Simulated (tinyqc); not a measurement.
Fermi velocity from one capacitance.

Inverse problem. At zero temperature and without traps graphene has Cq = 2 q^3 phi/(pi hbar^2 vF^2), charge Cq phi/2, 1/C_G = 1/Cox + 1/Cq and Vg = phi + Cq phi/(2 Cox). Find Cq, phi, vF and n.

Constants: q = 1.602176634e-19 C, hbar = 1.054571817e-34 J s. Results are converted to the units shown.

Vg = 0.60521623 V
C_G = 0.65657123 uF/cm^2
Cox = 0.78480301 uF/cm^2

Solution. The series relation gives Cq, the voltage relation phi = Vg/(1 + Cq/(2 Cox)), and the formula for Cq then vF.

Cq = 4.018 uF/cm^2
phi = 0.1700 V
vF = 9.980e5 m/s
n = 2.132e12 cm^-2

Program tinyqc, `OMP_NUM_THREADS=1 python tinyqc.py 2200038 2200039 out.jsonl`; Intel Xeon 2.30GHz, shared host, one thread, about 0.01 s.
